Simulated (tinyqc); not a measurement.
# From pH back to NH4F added

Model: speciation in dilute and buffered hydrofluoric acid, oxide etch rate and bath loading. Computed by tinyqc, a small Python program. Command: `OMP_NUM_THREADS=1 python tinyqc.py 3120406 3120407 out.jsonl hfetch inv`. One thread of a shared host (Intel(R) Xeon(R) Processor @ 2.30GHz), about 0.01 s of CPU time with the checks.

Concentrations stand for activities, NH4+ and Cl- are spectators, and water ionisation is neglected. H, F and HF2 denote the ions H+, F- and HF2-. The base temperature is 298 K.

Inputs (values chosen for the exercise, of the order of those for thermal oxide at room temperature):
```
quantity,value,unit
HF added,0.19,mol/L
HCl added,0,mol/L
K1 = [H][F]/[HF],0.000618,mol/L
K2 = [HF2]/([HF][F]),3.53,L/mol
K3 = [H2F2]/[HF]^2,2.3,L/mol
```

Method. Fluoride balance: [HF] + [F] + 2 [HF2] + 2 [H2F2] = HF added + NH4F added. Acid balance: [H] + [HF] + [HF2] + 2 [H2F2] = HF added + HCl added. For a trial [H], [HF] = [H][F]/K1, and the fluoride balance is a quadratic in [F]. The root is refined to 1e-13 in pH = -log10 [H].

Task: A run gave the result below. Find the NH4F added, known to lie between 0.28 and 0.77 mol/L.

pH = 3.848427

Result:

Each step takes the trial c = (a f_b - b f_a)/(f_b - f_a), f being the result less the target and a, b, c the logarithms of the listed values; c replaces end b, the old b replaces a if the sign of f changed, and otherwise f_a is halved.

Scan of the range:
```
NH4F added (mol/L),pH
0.280,3.59537
0.331,3.69827
0.392,3.80688
0.464,3.92002
0.550,4.03914
0.651,4.16221
0.770,4.28942
```

False position (Illinois rule, in the logarithm of the input) inside the bracket:
```
step,end a,end b,trial,pH
1,0.392000,0.464000,0.417041,3.84785
2,0.464000,0.417041,0.417395,3.84842
3,0.464000,0.417395,0.417405,3.84843
4,0.417395,0.417405,0.417400,3.84843
```

pH rises at every point of a 13-point scan of the range (every second point is shown), so one value fits; it is bracketed by 0.392 and 0.464. Answer: NH4F added = 0.4174 mol/L.

Caution: at ionic strengths above about 0.5 mol/L activities differ much from concentrations, so pH and rates are only indicative.
